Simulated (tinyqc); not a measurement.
Strain-driven roughening and islands of a mismatched epitaxial film: one step, computed by the program tinyqc. Command: `OMP_NUM_THREADS=1 python tinyqc.py 3030738 3030739 out.jsonl island walk`. One thread of a shared host (Intel(R) Xeon(R) Processor @ 2.30GHz), about 0.01 s of CPU time with the checks.

Film and substrate share isotropic elastic constants; the film is coherent and biaxially strained.

Task: Wetting layer. The surface energy depends on thickness as gamma + (gamma_s - gamma) exp(-h/delta). Its curvature adds W2 = (gamma_s - gamma) exp(-h/delta)/delta^2 to the restoring terms; the flat film is stable while W2 > (1 + nu)^2 w^2/gamma, which gives h_c = delta ln[(gamma_s - gamma) gamma/(delta^2 (1 + nu)^2 w^2)], or 0 if negative.

Inputs (values chosen for the exercise, modelled on GaN on AlN):
```
quantity                        value   unit
Poisson ratio nu                 0.21      -
surface energy gamma             1.73  J/m^2
wetting energy gamma_s - gamma   0.47  J/m^2
decay length of wetting delta    0.42     nm
```

energy density w = 194.5745 MJ/m^3

Give: wetting-layer thickness h_c.

Result:

wetting-layer thickness h_c = 1.8567 nm

Layer-by-layer growth up to h_c, then roughening: the Stranski-Krastanov mode.
